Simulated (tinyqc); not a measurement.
Worked calculation: finite-difference solution of the diffusion equation on a small grid. Computed by tinyqc, a small Python program that keeps every step. Command: `OMP_NUM_THREADS=1 python tinyqc.py 3002152 3002153 out.jsonl fdiff walk`. One thread of a shared host (Intel(R) Xeon(R) Processor @ 2.30GHz), about 0.01 s of CPU time with the checks. Intermediate numbers are printed to about 6 digits and carried at full precision; extremes and crossings named in words are read from the listed rows.

dC/dt = D d2C/dx2 on nodes x_j = j dx, j = 0..9; the far end is sealed.

Inputs (values chosen for the exercise): diffusivity D = 0.11 nm^2/s; grid spacing dx = 25 nm; time step dt = 610 s; final time t_f = 4880 s; loss velocity h = 0.0003 nm/s.

Boundary at x = 0: surface loss. Scheme: explicit.

start values C_j, j = 0, 1, ... (% of a reference): [1.75, 27.4, 76, 100, 71.5, 24.5, 0.666, 0, 0, 0]

## Mesh ratio and operator

The operator M acts as (M C)_j = C_(j-1) - 2 C_j + C_(j+1); at the sealed far end a mirror node gives 2 C_(N-2) - 2 C_(N-1); at j = 0, the outward flux h C_0 gives 2 C_1 - (2 + 2 h dx/D) C_0. r = D dt/dx^2.

mesh ratio r = 0.10736

operator M:
```
          0         1         2         3         4         5         6         7
0  -2.13636   2.00000   0.00000   0.00000   0.00000   0.00000   0.00000   0.00000
1   1.00000  -2.00000   1.00000   0.00000   0.00000   0.00000   0.00000   0.00000
2   0.00000   1.00000  -2.00000   1.00000   0.00000   0.00000   0.00000   0.00000
3   0.00000   0.00000   1.00000  -2.00000   1.00000   0.00000   0.00000   0.00000
4   0.00000   0.00000   0.00000   1.00000  -2.00000   1.00000   0.00000   0.00000
5   0.00000   0.00000   0.00000   0.00000   1.00000  -2.00000   1.00000   0.00000
6   0.00000   0.00000   0.00000   0.00000   0.00000   1.00000  -2.00000   1.00000
7   0.00000   0.00000   0.00000   0.00000   0.00000   0.00000   1.00000  -2.00000
8   0.00000   0.00000   0.00000   0.00000   0.00000   0.00000   0.00000   1.00000
9   0.00000   0.00000   0.00000   0.00000   0.00000   0.00000   0.00000   0.00000

          8         9
0   0.00000   0.00000
1   0.00000   0.00000
2   0.00000   0.00000
3   0.00000   0.00000
4   0.00000   0.00000
5   0.00000   0.00000
6   0.00000   0.00000
7   1.00000   0.00000
8  -2.00000   1.00000
9   2.00000  -2.00000
```

## Amplification factors

The mode of M with eigenvalue mu has its amplitude multiplied per step by g = (1 + (1 - theta) r mu)/(1 - theta r mu), with theta = 0 explicit, 1 implicit, 1/2 Crank-Nicolson; the explicit scheme is stable for r up to 2/|mu_min|.

eigenvalues mu of M: [-4.00940, -3.89483, -3.54729, -3.01516, -2.36243, -1.66782, -1.01508, -0.48291, -0.13519, -0.00625]

factors g: [0.569551, 0.581851, 0.619163, 0.676293, 0.746369, 0.820943, 0.891021, 0.948155, 0.985486, 0.999329]

largest stable r of the explicit scheme = 0.498828

The smallest factor is 0.570: no mode changes sign, and all decay but one with mu = 0 where there is such a mode.

## Time step 1

C at the start (%): [1.750, 27.400, 76.000, 100.000, 71.500, 24.500, 0.666, 0.000, 0.000, 0.000]

With r = D dt/dx^2: (1 - theta r M) C(new) = (1 + (1 - theta) r M) C(old); theta = 0 explicit, 1 implicit, 1/2 Crank-Nicolson.

C after step 1 (%): [7.2319, 29.8639, 73.3589, 94.3636, 69.5138, 26.9871, 3.1533, 0.0715, 0.0000, 0.0000]

## Time step 2

The formulas are those given above.

C after step 2 (%): [11.9856, 32.1038, 70.9444, 89.4407, 67.6160, 28.9940, 5.3812, 0.3947, 0.0077, 0.0000]

## All steps

The run takes n = round(t_f/dt) steps of length t_f/n. The dose is the trapezoidal sum of C dx; the error is the largest difference from exp(M D t/dx^2) C(0), the exact time evolution on the same grid.

Course of the run:
```
step  t (s)      C_1      C_5  dose (% nm)  largest error
1       610  29.8639  26.9871      7523.20        0.34544
2      1220  32.1038  28.9940      7521.88        0.58646
3      1830  34.1138  30.6054      7519.69        0.75620
4      2440  35.9027  31.8919      7516.74        0.87472
5      3050  37.4858  32.9116      7513.12        0.95489
6      3660  38.8811  33.7124      7508.92        1.00553
7      4270  40.1068  34.3333      7504.22        1.03303
8      4880  41.1803  34.8066      7499.06        1.04234
```

C at the end (%): [30.3215, 41.1803, 60.7707, 69.7009, 58.1803, 34.8066, 14.7110, 4.3804, 0.9348, 0.2731]

largest error at t_f = 1.04234 %

final dose = 7499.06 % nm

final C_5 = 34.8066 %

The time-step error at the end is 1.0 on a scale of 69.7. The dose falls through the surface.

## The three schemes as the step is halved

Each run reaches t_f in n equal steps; errors are the largest difference from exp(M D t_f/dx^2) C(0). A dash marks unstable explicit runs.

Largest error at t_f (%):
```
steps n         r  explicit  implicit  Crank-Nicolson
4        0.214720   2.19703   1.81426     7.96658e-02
8        0.107360   1.04234   0.94758     1.98241e-02
16       0.053680   0.50833   0.48470     4.95021e-03
32       0.026840   0.25109   0.24518     1.23719e-03
64       0.013420   0.12479   0.12332     3.09274e-04
128      0.006710   0.06221   0.06184     7.73172e-05
256      0.003355   0.03106   0.03097     1.93292e-05
```

From the last two rows, halving the step divides the error by 2.00 (explicit), 2.00 (implicit), 4.00 (Crank-Nicolson): a factor 2 marks first order in dt and 4 second order. Every row here lies within the explicit limit.

Checks made by the program: matrix exponential against 4096 Crank-Nicolson steps (relative difference 1e-09).
